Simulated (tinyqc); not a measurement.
Inside a calculation (part 1 of 2). Method: RKS/LDA (PW92) in the sto-3g basis, for BeH2, spin multiplicity 1. Computed by tinyqc, a small Python program that keeps every step (integrals from PySCF). Settings: charge = 0, multiplicity = 1, basis = sto-3g, energy threshold = 1e-09, iteration cap = 55, orthogonalisation = symmetric, start = core, DIIS depth = 4, DIIS from iteration = 2, method = RKS, functional = lda,pw, grid = [10, 50]. Command: `OMP_NUM_THREADS=1 python tinyqc.py 22844 22845 out.jsonl` (the two numbers bound the seeds that draw the settings). One thread of a shared host (Intel(R) Xeon(R) Processor @ 2.60GHz), about 0.6 s of CPU time with the checks. Later iterations appear only in the table of the cycle.

## One-electron integrals

Geometry (angstrom):
```
atom,x,y,z
Be,0.000000,0.000000,0.000000
H,0.000000,1.512000,0.141000
H,0.000000,-1.512000,0.141000
```

Basis sto-3g: exponents (1/bohr^2) and contraction coefficients of normalised primitives:
```
element,l (shell),exponent,coefficient
Be,s (1),30.167871,0.154329
Be,s (1),5.495115,0.535328
Be,s (1),1.487193,0.444635
Be,s (2),1.314833,-0.099967
Be,s (2),0.305539,0.399513
Be,s (2),0.099371,0.700115
Be,p (3),1.314833,0.155916
Be,p (3),0.305539,0.607684
Be,p (3),0.099371,0.391957
H,s (1),3.425251,0.154329
H,s (1),0.623914,0.535328
H,s (1),0.168855,0.444635
```

Overlap, kinetic and nuclear-attraction integrals over the contracted functions; the nuclear repulsion is the sum of Za Zb / Rab.

nuclear repulsion = 2.96277642 hartree

overlap S:
```
,1Be 1s,1Be 2s,1Be 2px,1Be 2py,1Be 2pz,2H 1s,3H 1s
1Be 1s,1.000000,0.259517,0.000000,0.000000,0.000000,0.046932,0.046932
1Be 2s,0.259517,1.000000,0.000000,0.000000,0.000000,0.389913,0.389913
1Be 2px,0.000000,0.000000,1.000000,0.000000,0.000000,0.000000,0.000000
1Be 2py,0.000000,0.000000,0.000000,1.000000,0.000000,0.468923,-0.468923
1Be 2pz,0.000000,0.000000,0.000000,0.000000,1.000000,0.043729,0.043729
2H 1s,0.046932,0.389913,0.000000,0.468923,0.043729,1.000000,0.017358
3H 1s,0.046932,0.389913,0.000000,-0.468923,0.043729,0.017358,1.000000
```

kinetic energy T (hartree):
```
,1Be 1s,1Be 2s,1Be 2px,1Be 2py,1Be 2pz,2H 1s,3H 1s
1Be 1s,6.693975,-0.033012,0.000000,0.000000,0.000000,-0.012867,-0.012867
1Be 2s,-0.033012,0.211111,0.000000,0.000000,0.000000,0.044452,0.044452
1Be 2px,0.000000,0.000000,0.660592,0.000000,0.000000,0.000000,0.000000
1Be 2py,0.000000,0.000000,0.000000,0.660592,0.000000,0.137892,-0.137892
1Be 2pz,0.000000,0.000000,0.000000,0.000000,0.660592,0.012859,0.012859
2H 1s,-0.012867,0.044452,0.000000,0.137892,0.012859,0.760032,-0.006433
3H 1s,-0.012867,0.044452,0.000000,-0.137892,0.012859,-0.006433,0.760032
```

nuclear attraction V (hartree):
```
,1Be 1s,1Be 2s,1Be 2px,1Be 2py,1Be 2pz,2H 1s,3H 1s
1Be 1s,-15.258038,-2.080115,0.000000,0.000000,-0.002603,-0.374448,-0.374448
1Be 2s,-2.080115,-2.982935,0.000000,0.000000,-0.023697,-1.080350,-1.080350
1Be 2px,0.000000,0.000000,-2.900082,0.000000,0.000000,0.000000,0.000000
1Be 2py,0.000000,0.000000,0.000000,-3.091667,0.000000,-1.266541,1.266541
1Be 2pz,-0.002603,-0.023697,0.000000,0.000000,-2.901748,-0.120212,-0.120212
2H 1s,-0.374448,-1.080350,0.000000,-1.266541,-0.120212,-2.790289,-0.057062
3H 1s,-0.374448,-1.080350,0.000000,1.266541,-0.120212,-0.057062,-2.790289
```

core Hamiltonian H = T + V (hartree):
```
,1Be 1s,1Be 2s,1Be 2px,1Be 2py,1Be 2pz,2H 1s,3H 1s
1Be 1s,-8.564063,-2.113127,0.000000,0.000000,-0.002603,-0.387316,-0.387316
1Be 2s,-2.113127,-2.771825,0.000000,0.000000,-0.023697,-1.035898,-1.035898
1Be 2px,0.000000,0.000000,-2.239490,0.000000,0.000000,0.000000,0.000000
1Be 2py,0.000000,0.000000,0.000000,-2.431075,0.000000,-1.128648,1.128648
1Be 2pz,-0.002603,-0.023697,0.000000,0.000000,-2.241156,-0.107353,-0.107353
2H 1s,-0.387316,-1.035898,0.000000,-1.128648,-0.107353,-2.030258,-0.063494
3H 1s,-0.387316,-1.035898,0.000000,1.128648,-0.107353,-0.063494,-2.030258
```

## Two-electron integrals

Functions are numbered as in S; the eight-fold symmetry (ij|kl) = (ji|kl) = (kl|ij) leaves the list below.

Two-electron integrals (ij|kl) in chemists' order, unique and non-zero (hartree):
```
i,j,k,l,(ij|kl)
1,1,1,1,2.298831
2,1,1,1,0.392036
2,1,2,1,0.079539
2,2,1,1,0.570988
2,2,2,1,0.143041
2,2,2,2,0.417683
3,1,3,1,0.014607
3,2,3,1,0.021888
3,2,3,2,0.092265
3,3,1,1,0.569578
3,3,2,1,0.143083
3,3,2,2,0.417589
3,3,3,3,0.449859
4,1,4,1,0.014607
4,2,4,1,0.021888
4,2,4,2,0.092265
4,3,4,3,0.024249
4,4,1,1,0.569578
4,4,2,1,0.143083
4,4,2,2,0.417589
4,4,3,3,0.401360
4,4,4,4,0.449859
5,1,5,1,0.014607
5,2,5,1,0.021888
5,2,5,2,0.092265
5,3,5,3,0.024249
5,4,5,4,0.024249
5,5,1,1,0.569578
5,5,2,1,0.143083
5,5,2,2,0.417589
5,5,3,3,0.401360
5,5,4,4,0.401360
5,5,5,5,0.449859
6,1,1,1,0.069999
6,1,2,1,0.014195
6,1,2,2,0.025749
6,1,3,3,0.025570
6,1,4,1,0.001246
6,1,4,2,0.002356
6,1,4,4,0.026116
6,1,5,1,0.000116
6,1,5,2,0.000220
6,1,5,4,0.000051
6,1,5,5,0.025575
6,1,6,1,0.002656
6,2,1,1,0.178815
6,2,2,1,0.045500
6,2,2,2,0.145923
6,2,3,3,0.140283
6,2,4,1,0.005914
6,2,4,2,0.037095
6,2,4,4,0.156926
6,2,5,1,0.000552
6,2,5,2,0.003459
6,2,5,4,0.001552
6,2,5,5,0.140428
6,2,6,1,0.008984
6,2,6,2,0.077589
6,3,3,1,0.004058
6,3,3,2,0.019286
6,3,4,3,0.006328
6,3,5,3,0.000590
6,3,6,3,0.006882
6,4,1,1,0.194409
6,4,2,1,0.050050
6,4,2,2,0.168224
6,4,3,3,0.158267
6,4,4,1,0.009552
6,4,4,2,0.057467
6,4,4,4,0.187822
6,4,5,1,0.000512
6,4,5,2,0.003561
6,4,5,4,0.002166
6,4,5,5,0.158414
6,4,6,1,0.010299
6,4,6,2,0.101473
6,4,6,4,0.136682
6,5,1,1,0.018129
6,5,2,1,0.004667
6,5,2,2,0.015688
6,5,3,3,0.014759
6,5,4,1,0.000512
6,5,4,2,0.003561
6,5,4,4,0.016335
6,5,5,1,0.004106
6,5,5,2,0.019618
6,5,5,4,0.006475
6,5,5,5,0.015953
6,5,6,1,0.000960
6,5,6,2,0.009463
6,5,6,4,0.012104
6,5,6,5,0.008011
6,6,1,1,0.346912
6,6,2,1,0.089821
6,6,2,2,0.323503
6,6,3,3,0.300238
6,6,4,1,0.013316
6,6,4,2,0.109094
6,6,4,4,0.369159
6,6,5,1,0.001242
6,6,5,2,0.010173
6,6,5,4,0.006427
6,6,5,5,0.300837
6,6,6,1,0.018136
6,6,6,2,0.220954
6,6,6,4,0.306085
6,6,6,5,0.028544
6,6,6,6,0.774606
7,1,1,1,0.069999
7,1,2,1,0.014195
7,1,2,2,0.025749
7,1,3,3,0.025570
7,1,4,1,-0.001246
7,1,4,2,-0.002356
7,1,4,4,0.026116
7,1,5,1,0.000116
7,1,5,2,0.000220
7,1,5,4,-0.000051
7,1,5,5,0.025575
7,1,6,1,0.002428
7,1,6,2,0.007592
7,1,6,4,0.008070
7,1,6,5,0.000819
7,1,6,6,0.014847
7,1,7,1,0.002656
7,2,1,1,0.178815
7,2,2,1,0.045500
7,2,2,2,0.145923
7,2,3,3,0.140283
7,2,4,1,-0.005914
7,2,4,2,-0.037095
7,2,4,4,0.156926
7,2,5,1,0.000552
7,2,5,2,0.003459
7,2,5,4,-0.001552
7,2,5,5,0.140428
7,2,6,1,0.007592
7,2,6,2,0.039304
7,2,6,4,0.041632
7,2,6,5,0.004740
7,2,6,6,0.082260
7,2,7,1,0.008984
7,2,7,2,0.077589
7,3,3,1,0.004058
7,3,3,2,0.019286
7,3,4,3,-0.006328
7,3,5,3,0.000590
7,3,6,3,0.002708
7,3,7,3,0.006882
7,4,1,1,-0.194409
7,4,2,1,-0.050050
7,4,2,2,-0.168224
7,4,3,3,-0.158267
7,4,4,1,0.009552
7,4,4,2,0.057467
7,4,4,4,-0.187822
7,4,5,1,-0.000512
7,4,5,2,-0.003561
7,4,5,4,0.002166
7,4,5,5,-0.158414
7,4,6,1,-0.008070
7,4,6,2,-0.041632
7,4,6,4,-0.042821
7,4,6,5,-0.004948
7,4,6,6,-0.086623
7,4,7,1,-0.010299
7,4,7,2,-0.101473
7,4,7,4,0.136682
7,5,1,1,0.018129
7,5,2,1,0.004667
7,5,2,2,0.015688
7,5,3,3,0.014759
7,5,4,1,-0.000512
7,5,4,2,-0.003561
7,5,4,4,0.016335
7,5,5,1,0.004106
7,5,5,2,0.019618
7,5,5,4,-0.006475
7,5,5,5,0.015953
7,5,6,1,0.000819
7,5,6,2,0.004740
7,5,6,4,0.004948
7,5,6,5,0.003267
7,5,6,6,0.010118
7,5,7,1,0.000960
7,5,7,2,0.009463
7,5,7,4,-0.012104
7,5,7,5,0.008011
7,6,1,1,0.010698
7,6,2,1,0.002650
7,6,2,2,0.007534
7,6,3,3,0.007422
7,6,4,4,0.007734
7,6,5,1,0.000066
7,6,5,2,0.000327
7,6,5,5,0.007443
7,6,6,1,0.000479
7,6,6,2,0.002713
7,6,6,4,0.003170
7,6,6,5,0.000363
7,6,6,6,0.006178
7,6,7,1,0.000479
7,6,7,2,0.002713
7,6,7,4,-0.003170
7,6,7,5,0.000363
7,6,7,6,0.000139
7,7,1,1,0.346912
7,7,2,1,0.089821
7,7,2,2,0.323503
7,7,3,3,0.300238
7,7,4,1,-0.013316
7,7,4,2,-0.109094
7,7,4,4,0.369159
7,7,5,1,0.001242
7,7,5,2,0.010173
7,7,5,4,-0.006427
7,7,5,5,0.300837
7,7,6,1,0.014847
7,7,6,2,0.082260
7,7,6,4,0.086623
7,7,6,5,0.010118
7,7,6,6,0.174984
7,7,7,1,0.018136
7,7,7,2,0.220954
7,7,7,4,-0.306085
7,7,7,5,0.028544
7,7,7,6,0.006178
7,7,7,7,0.774606
```

## Orthogonalisation

S = U s U^T; symmetric (Loewdin) form X = U s^(-1/2) U^T, so that X^T S X = 1.

eigenvalues of S: 0.328107  0.418510  0.940865  1.000000  1.011588  1.646395  1.654535

X:
```
,1Be 1s,1Be 2s,1Be 2px,1Be 2py,1Be 2pz,2H 1s,3H 1s
1Be 1s,1.028580,-0.151614,0.000000,0.000000,-0.001749,0.020887,0.020887
1Be 2s,-0.151614,1.180579,0.000000,0.000000,0.016836,-0.246719,-0.246719
1Be 2px,0.000000,0.000000,1.000000,0.000000,0.000000,0.000000,0.000000
1Be 2py,0.000000,0.000000,0.000000,1.255275,0.000000,-0.342337,0.342337
1Be 2pz,-0.001749,0.016836,0.000000,0.000000,1.001841,-0.027088,-0.027088
2H 1s,0.020887,-0.246719,0.000000,-0.342337,-0.027088,1.203640,-0.064307
3H 1s,0.020887,-0.246719,0.000000,0.342337,-0.027088,-0.064307,1.203640
```

## Starting guess

The start is the orbitals of the core Hamiltonian; D = 2 C_occ C_occ^T.

D at the start:
```
,1Be 1s,1Be 2s,1Be 2px,1Be 2py,1Be 2pz,2H 1s,3H 1s
1Be 1s,2.137362,-0.514307,0.000000,0.000000,-0.061224,-0.019298,-0.019298
1Be 2s,-0.514307,1.882263,0.000000,0.000000,0.245518,0.127129,0.127129
1Be 2px,0.000000,0.000000,0.000000,0.000000,0.000000,0.000000,0.000000
1Be 2py,0.000000,0.000000,0.000000,2.105599,0.000000,-0.057971,0.057971
1Be 2pz,-0.061224,0.245518,0.000000,0.000000,0.032042,0.016628,0.016628
2H 1s,-0.019298,0.127129,0.000000,-0.057971,0.016628,0.010302,0.007110
3H 1s,-0.019298,0.127129,0.000000,0.057971,0.016628,0.007110,0.010302
```

## Iteration 1: exchange-correlation on the grid

Becke grid with 10 radial and 50 angular points per atom, points of zero weight dropped. rho = sum D_ij phi_i phi_j; V_xc,ij = sum w v_xc phi_i phi_j; v_xc is d(rho eps)/d rho.

The 12 grid points with the largest w rho, of 1498 (bohr, atomic units):
```
x,y,z,w,rho,eps_xc,v_xc
0.000000,1.309697,1.309697,0.872454,0.060123,-0.338927,-0.442441
0.000000,-1.309697,1.309697,0.872454,0.060123,-0.338927,-0.442441
1.309697,-1.309697,0.000000,0.911828,0.052855,-0.325858,-0.425256
1.309697,1.309697,0.000000,0.911828,0.052855,-0.325858,-0.425256
-1.309697,1.309697,0.000000,0.911828,0.052855,-0.325858,-0.425256
-1.309697,-1.309697,0.000000,0.911828,0.052855,-0.325858,-0.425256
0.558457,-1.675370,-0.558457,0.673723,0.070894,-0.356437,-0.465474
-0.558457,-1.675370,-0.558457,0.673723,0.070894,-0.356437,-0.465474
0.558457,1.675370,-0.558457,0.673723,0.070894,-0.356437,-0.465474
-0.558457,1.675370,-0.558457,0.673723,0.070894,-0.356437,-0.465474
0.558457,1.675370,0.558457,0.577287,0.077033,-0.365612,-0.477547
-0.558457,1.675370,0.558457,0.577287,0.077033,-0.365612,-0.477547
```

electrons on the grid, sum of w rho = 6.058311

E_xc = sum of w rho eps_xc = -3.39780845 hartree

V_xc (hartree):
```
,1Be 1s,1Be 2s,1Be 2px,1Be 2py,1Be 2pz,2H 1s,3H 1s
1Be 1s,-1.453775,-0.223420,0.000000,0.000000,-0.002457,-0.040530,-0.040530
1Be 2s,-0.223420,-0.361646,0.000000,0.000000,-0.016032,-0.132978,-0.132978
1Be 2px,0.000000,0.000000,-0.336311,0.000000,0.000000,0.000000,0.000000
1Be 2py,0.000000,0.000000,0.000000,-0.403986,0.000000,-0.157156,0.157156
1Be 2pz,-0.002457,-0.016032,0.000000,0.000000,-0.336470,-0.016265,-0.016265
2H 1s,-0.040530,-0.132978,0.000000,-0.157156,-0.016265,-0.293492,-0.007110
3H 1s,-0.040530,-0.132978,0.000000,0.157156,-0.016265,-0.007110,-0.293492
```

## Iteration 1: building the Kohn-Sham matrix

J_ij = sum D_kl (ij|kl); F = H + J + V_xc; E = tr D H + tr D J / 2 + E_xc + E_nn.

Coulomb J (hartree):
```
,1Be 1s,1Be 2s,1Be 2px,1Be 2py,1Be 2pz,2H 1s,3H 1s
1Be 1s,6.851436,1.343844,0.000000,0.000000,0.009412,0.241677,0.241677
1Be 2s,1.343844,2.793144,0.000000,0.000000,0.045061,0.962736,0.962736
1Be 2px,0.000000,0.000000,2.754131,0.000000,0.000000,0.000000,0.000000
1Be 2py,0.000000,0.000000,0.000000,2.859347,0.000000,1.102444,-1.102444
1Be 2pz,0.009412,0.045061,0.000000,0.000000,2.755816,0.109857,0.109857
2H 1s,0.241677,0.962736,0.000000,1.102444,0.109857,2.091234,0.051759
3H 1s,0.241677,0.962736,0.000000,-1.102444,0.109857,0.051759,2.091234
```

Kohn-Sham matrix F (hartree):
```
,1Be 1s,1Be 2s,1Be 2px,1Be 2py,1Be 2pz,2H 1s,3H 1s
1Be 1s,-3.166403,-0.992703,0.000000,0.000000,0.004352,-0.186168,-0.186168
1Be 2s,-0.992703,-0.340327,0.000000,0.000000,0.005331,-0.206140,-0.206140
1Be 2px,0.000000,0.000000,0.178329,0.000000,0.000000,0.000000,0.000000
1Be 2py,0.000000,0.000000,0.000000,0.024286,0.000000,-0.183361,0.183361
1Be 2pz,0.004352,0.005331,0.000000,0.000000,0.178190,-0.013762,-0.013762
2H 1s,-0.186168,-0.206140,0.000000,-0.183361,-0.013762,-0.232516,-0.018845
3H 1s,-0.186168,-0.206140,0.000000,0.183361,-0.013762,-0.018845,-0.232516
```

total energy of this density = -14.81255124 hartree

## Iteration 1: diagonalisation and new density

Diagonalise F' = X^T F X, C = X C', fill 3 alpha and 3 beta electrons from the bottom; D = 2 C_occ C_occ^T. Each column has its largest component positive (the first on a tie).

F' = X^T F X (hartree):
```
,1,2,3,4,5,6,7
1,-3.061802,-0.600877,0.000000,0.000000,0.000731,-0.012321,-0.012321
2,-0.600877,-0.009566,0.000000,0.000000,0.022294,-0.150795,-0.150795
3,0.000000,0.000000,0.178329,0.000000,0.000000,0.000000,0.000000
4,0.000000,0.000000,0.000000,0.303366,0.000000,-0.252508,0.252508
5,0.000731,0.022294,0.000000,0.000000,0.180429,-0.019411,-0.019411
6,-0.012321,-0.150795,0.000000,-0.252508,-0.019411,-0.076664,-0.057203
7,-0.012321,-0.150795,0.000000,0.252508,-0.019411,-0.057203,-0.076664
```

orbital energies (hartree): MO1 -3.176907, MO2 -0.252476, MO3 -0.249934, MO4 0.163246, MO5 0.178329, MO6 0.241331, MO7 0.533839

coefficients C:
```
,MO1,MO2,MO3,MO4,MO5,MO6,MO7
1Be 1s,0.982253,-0.160885,0.000000,0.147068,0.000000,-0.263637,0.000000
1Be 2s,0.065992,0.289606,0.000000,-0.564202,0.000000,1.064061,0.000000
1Be 2px,0.000000,0.000000,0.000000,0.000000,1.000000,0.000000,0.000000
1Be 2py,0.000000,0.000000,0.273921,0.000000,0.000000,0.000000,1.317221
1Be 2pz,-0.000587,0.005301,0.000000,0.866137,0.000000,0.505191,0.000000
2H 1s,-0.010621,0.574561,0.567667,0.252991,0.000000,-0.562888,-0.773818
3H 1s,-0.010621,0.574561,-0.567667,0.252991,0.000000,-0.562888,0.773818
```

D after iteration 1:
```
,1Be 1s,1Be 2s,1Be 2px,1Be 2py,1Be 2pz,2H 1s,3H 1s
1Be 1s,1.981411,0.036455,0.000000,0.000000,-0.002858,-0.205741,-0.205741
1Be 2s,0.036455,0.176453,0.000000,0.000000,0.002993,0.331391,0.331391
1Be 2px,0.000000,0.000000,0.000000,0.000000,0.000000,0.000000,0.000000
1Be 2py,0.000000,0.000000,0.000000,0.150066,0.000000,0.310992,-0.310992
1Be 2pz,-0.002858,0.002993,0.000000,0.000000,0.000057,0.006104,0.006104
2H 1s,-0.205741,0.331391,0.000000,0.310992,0.006104,1.304957,0.015974
3H 1s,-0.205741,0.331391,0.000000,-0.310992,0.006104,0.015974,1.304957
```

## Iteration 2: exchange-correlation on the grid

As before.

The 12 grid points with the largest w rho, of 1498 (bohr, atomic units):
```
x,y,z,w,rho,eps_xc,v_xc
-0.558457,-1.675370,0.558457,0.577287,0.059788,-0.338349,-0.441680
-0.558457,1.675370,0.558457,0.577287,0.059788,-0.338349,-0.441680
0.558457,-1.675370,0.558457,0.577287,0.059788,-0.338349,-0.441680
0.558457,1.675370,0.558457,0.577287,0.059788,-0.338349,-0.441680
-0.558457,-1.675370,-0.558457,0.673723,0.042359,-0.304603,-0.397324
0.558457,-1.675370,-0.558457,0.673723,0.042359,-0.304603,-0.397324
-0.558457,1.675370,-0.558457,0.673723,0.042359,-0.304603,-0.397324
0.558457,1.675370,-0.558457,0.673723,0.042359,-0.304603,-0.397324
0.000000,-1.852191,0.000000,0.256656,0.103005,-0.399676,-0.522396
0.000000,1.852191,0.000000,0.256656,0.103005,-0.399676,-0.522396
0.000000,-0.357788,-0.357788,0.029310,0.789061,-0.751733,-0.987393
0.000000,0.357788,-0.357788,0.029310,0.789061,-0.751733,-0.987393
```

electrons on the grid, sum of w rho = 6.046183

E_xc = sum of w rho eps_xc = -3.48461249 hartree

V_xc (hartree):
```
,1Be 1s,1Be 2s,1Be 2px,1Be 2py,1Be 2pz,2H 1s,3H 1s
1Be 1s,-1.422151,-0.205227,0.000000,0.000000,-0.000389,-0.037056,-0.037056
1Be 2s,-0.205227,-0.283454,0.000000,0.000000,-0.009211,-0.142129,-0.142129
1Be 2px,0.000000,0.000000,-0.243395,0.000000,0.000000,0.000000,0.000000
1Be 2py,0.000000,0.000000,0.000000,-0.354821,0.000000,-0.188204,0.188204
1Be 2pz,-0.000389,-0.009211,0.000000,0.000000,-0.244137,-0.017664,-0.017664
2H 1s,-0.037056,-0.142129,0.000000,-0.188204,-0.017664,-0.477831,-0.006020
3H 1s,-0.037056,-0.142129,0.000000,0.188204,-0.017664,-0.006020,-0.477831
```

## Iteration 2: building the Kohn-Sham matrix

As before.

Coulomb J (hartree):
```
,1Be 1s,1Be 2s,1Be 2px,1Be 2py,1Be 2pz,2H 1s,3H 1s
1Be 1s,6.097228,1.174819,0.000000,0.000000,0.004663,0.211596,0.211596
1Be 2s,1.174819,2.504626,0.000000,0.000000,0.036302,0.962551,0.962551
1Be 2px,0.000000,0.000000,2.418921,0.000000,0.000000,0.000000,0.000000
1Be 2py,0.000000,0.000000,0.000000,2.664505,0.000000,1.158464,-1.158464
1Be 2pz,0.004663,0.036302,0.000000,0.000000,2.420888,0.111464,0.111464
2H 1s,0.211596,0.962551,0.000000,1.158464,0.111464,2.477970,0.047164
3H 1s,0.211596,0.962551,0.000000,-1.158464,0.111464,0.047164,2.477970
```

Kohn-Sham matrix F (hartree):
```
,1Be 1s,1Be 2s,1Be 2px,1Be 2py,1Be 2pz,2H 1s,3H 1s
1Be 1s,-3.888987,-1.143535,0.000000,0.000000,0.001672,-0.212775,-0.212775
1Be 2s,-1.143535,-0.550653,0.000000,0.000000,0.003394,-0.215476,-0.215476
1Be 2px,0.000000,0.000000,-0.063965,0.000000,0.000000,0.000000,0.000000
1Be 2py,0.000000,0.000000,0.000000,-0.121391,0.000000,-0.158389,0.158389
1Be 2pz,0.001672,0.003394,0.000000,0.000000,-0.064405,-0.013552,-0.013552
2H 1s,-0.212775,-0.215476,0.000000,-0.158389,-0.013552,-0.030119,-0.022350
3H 1s,-0.212775,-0.215476,0.000000,0.158389,-0.013552,-0.022350,-0.030119
```

total energy of this density = -15.24920853 hartree

## Iteration 2: diagonalisation and new density

As before.

F' = X^T F X (hartree):
```
,1,2,3,4,5,6,7
1,-3.786057,-0.626738,0.000000,0.000000,-0.000942,-0.021667,-0.021667
2,-0.626738,-0.234352,0.000000,0.000000,0.015630,-0.161161,-0.161161
3,0.000000,0.000000,-0.063965,0.000000,0.000000,0.000000,0.000000
4,0.000000,0.000000,0.000000,0.079158,0.000000,-0.233683,0.233683
5,-0.000942,0.015630,0.000000,0.000000,-0.062887,-0.017742,-0.017742
6,-0.021667,-0.161161,0.000000,-0.233683,-0.017742,0.171392,-0.062671
7,-0.021667,-0.161161,0.000000,0.233683,-0.017742,-0.062671,0.171392
```

orbital energies (hartree): MO1 -3.894590, MO2 -0.257918, MO3 -0.182822, MO4 -0.065733, MO5 -0.063965, MO6 0.243665, MO7 0.496042

coefficients C:
```
,MO1,MO2,MO3,MO4,MO5,MO6,MO7
1Be 1s,0.988257,-0.271915,0.000000,0.014852,0.000000,-0.176150,0.000000
1Be 2s,0.045051,0.842158,0.000000,-0.068318,0.000000,0.907110,0.000000
1Be 2px,0.000000,0.000000,0.000000,0.000000,1.000000,0.000000,0.000000
1Be 2py,0.000000,0.000000,0.682929,0.000000,0.000000,0.000000,1.159186
1Be 2pz,0.000138,-0.007700,0.000000,0.993217,0.000000,0.137478,0.000000
2H 1s,-0.007439,0.200975,0.288696,0.052068,0.000000,-0.817265,-0.915256
3H 1s,-0.007439,0.200975,-0.288696,0.052068,0.000000,-0.817265,0.915256
```

D after iteration 2:
```
,1Be 1s,1Be 2s,1Be 2px,1Be 2py,1Be 2pz,2H 1s,3H 1s
1Be 1s,2.101179,-0.368946,0.000000,0.000000,0.004459,-0.123999,-0.123999
1Be 2s,-0.368946,1.422520,0.000000,0.000000,-0.012956,0.337834,0.337834
1Be 2px,0.000000,0.000000,0.000000,0.000000,0.000000,0.000000,0.000000
1Be 2py,0.000000,0.000000,0.000000,0.932784,0.000000,0.394318,-0.394318
1Be 2pz,0.004459,-0.012956,0.000000,0.000000,0.000119,-0.003097,-0.003097
2H 1s,-0.123999,0.337834,0.000000,0.394318,-0.003097,0.247583,-0.085799
3H 1s,-0.123999,0.337834,0.000000,-0.394318,-0.003097,-0.085799,0.247583
```
